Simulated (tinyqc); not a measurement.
From results back to parameters: heterojunction of two tight-binding chains.

Problem. A state bound at the interface below both bands solves E - 2 t1 - U + t1 z1 + (tc^2/t2) z2 = 0, with z the root of z + 1/z = 2 - (E - bottom)/t that has |z| < 1. Its energy was computed for a hidden U.

Left chain: hopping -t1, sites at 2 t1 (band bottom 0). Right chain: hopping -t2, sites at dE + 2 t2 (bottom dE). t = c/(m a^2), c = hbar^2/2m0. The bond across the interface is -tc with tc = f sqrt(t1 t2), and the last left site has the extra energy U. In a chain E = bottom + 2t (1 - cos(ka)); the surface Green function of a half chain is g = -exp(ika)/t, with Im k > 0 where cos(ka) > 1.

Constants: hbar^2/2m0 = 3.80998211 eV angstrom^2.

Parameters, chosen for this exercise (masses and offset of the size met at Si / SiGe; the results hold for these values, not for the real material): a = 2.8 angstrom (site spacing); m1 = 0.187 m0 (mass on the left); m2 = 0.196 m0 (mass on the right); dE = 0.18 eV (band offset); f = 1 (factor on the interface hopping).

E = -0.090373 eV

Find: z1, z2; U.

Solution. Form the hoppings, solve the two quadratics for z, and read U from the equation, which is linear in it.

z1, z2: 0.8301  0.7198

U = -1.26 eV

Program tinyqc; command `OMP_NUM_THREADS=1 python tinyqc.py 1450547 1450548 out.jsonl`; about 0.01 s on one thread of a shared Intel(R) Xeon(R) Processor @ 2.30GHz.
